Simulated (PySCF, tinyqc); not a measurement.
Worked calculation: RHF in the 6-311g basis, for H2, spin multiplicity 1. The lowest restricted solution is unstable here: a spin-polarised one lies 0.0036 hartree lower (PySCF). One step of it, computed by the program tinyqc.

Problem. Orthogonalisation. S = U s U^T; canonical form X = U s^(-1/2), so that X^T S X = 1. Each column of U has its largest component positive (the first on a tie).

overlap S:
```
          1H 1s     1H 2s     1H 3s     2H 1s     2H 2s     2H 3s
1H 1s  1.000000  0.706377  0.373664  0.022633  0.148079  0.210607
1H 2s  0.706377  1.000000  0.788963  0.148079  0.373532  0.492051
1H 3s  0.373664  0.788963  1.000000  0.210607  0.492051  0.733078
2H 1s  0.022633  0.148079  0.210607  1.000000  0.706377  0.373664
2H 2s  0.148079  0.373532  0.492051  0.706377  1.000000  0.788963
2H 3s  0.210607  0.492051  0.733078  0.373664  0.788963  1.000000
```

Give: eigenvalues of S; X.

Solution.

eigenvalues of S: 0.063  0.129  0.341  0.707  1.467  3.293

X:
```
            1       2       3       4       5      6
1H 1s   0.739  -0.866  -0.716   0.673   0.445  0.158
1H 2s  -1.804   1.520   0.588   0.090   0.348  0.244
1H 3s   2.036  -0.898   0.780  -0.496   0.147  0.259
2H 1s  -0.739  -0.866   0.716   0.673  -0.445  0.158
2H 2s   1.804   1.520  -0.588   0.090  -0.348  0.244
2H 3s  -2.036  -0.898  -0.780  -0.496  -0.147  0.259
```
